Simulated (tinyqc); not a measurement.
# Slope factor and drain-induced lowering from three currents

Problem. With source and body at 0 V, I = A exp((Vg + dd Vd)/(nf Vt)) (1 - exp(-Vd/Vt)). Find nf, the swing nf Vt ln 10 and dd.

Parameters, values chosen for the exercise:

| symbol | value | unit | meaning |
|---|---|---|---|
| T | 300 | K | temperature |

Constants: q = 1.602176634e-19 C, kB = 1.380649e-23 J/K, Vt = kB T/q. Results are converted to the units shown.

currents at (Vg, Vd) = (0, 0.05), (0, 1) and (0.1, 1) V (nA/um): [0.0079304293, 0.38912100, 10.321690]

Solution. The pair at equal Vd gives nf; the pair at equal Vg, after dividing out the factors 1 - exp(-Vd/Vt), gives dd.

nf = 1.180
swing = 70.24 mV/decade
dd = 0.1200

Program tinyqc, `OMP_NUM_THREADS=1 python tinyqc.py 2242074 2242075 out.jsonl`; Intel Xeon 2.30GHz, shared host, one thread, about 0.03 s.
